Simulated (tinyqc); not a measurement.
Stretching all distances: RHF, UHF, MP2, CISD and CCSD against full CI in the sto-3g basis, for BeH+, spin multiplicity 1. Computed by the program tinyqc with PySCF. 

Geometry (angstrom):
```
atom       x       y       z
Be    0.0000  0.0000  0.0000
H     0.0000  0.0000  1.1500
```

All coordinates are multiplied by the scale. c0^2 is the weight of the RHF determinant in the lowest singlet FCI state (UHF is spin-contaminated and may lie near states of higher spin) and n(LUMO) the first natural occupation beyond the occupied space.

Full CI energy (hartree) and errors against it (kcal/mol):
```
scale   distance 1-2 (angstrom)      E(FCI)      RHF      UHF      MP2    CISD    CCSD  <S^2> UHF    c0^2  n(LUMO)
0.8600                   0.9890  -14.612181   9.3543   9.3543   2.7341  0.0057  0.0046     0.0000  0.9877   0.0139
1.0200                   1.1730  -14.671714  10.9282  10.9282   3.4219  0.0081  0.0066     0.0000  0.9839   0.0206
1.1900                   1.3685  -14.685896  13.7406  13.7406   4.6909  0.0116  0.0094     0.0000  0.9759   0.0344
1.3500                   1.5525  -14.677262  17.5815  17.5815   6.4973  0.0165  0.0135     0.0000  0.9628   0.0573
1.5100                   1.7365  -14.659762  22.6756  21.5068   8.9632  0.0239  0.0195     0.2626  0.9423   0.0940
1.6700                   1.9205  -14.639959  28.9574  19.9759  12.0335  0.0338  0.0272     0.5830  0.9134   0.1473
1.8400                   2.1160  -14.620198  36.6371  15.8931  15.7377  0.0470  0.0365     0.7505  0.8737   0.2215
2.0000                   2.3000  -14.604441  44.4072  11.8936  19.3572  0.0611  0.0454     0.8395  0.8283   0.3042
```

UHF parts from RHF first at scale 1.51 of those listed, where <S^2> leaves zero. The weight c0^2 goes from 0.99 to 0.83 and n(LUMO) from 0.01 to 0.30: static correlation grows as the bonds break into open-shell fragments. The spread of the error along the curve, which distorts its shape, is CCSD 0.0, CISD 0.1, UHF 12.2, MP2 16.6, RHF 35.1 kcal/mol.
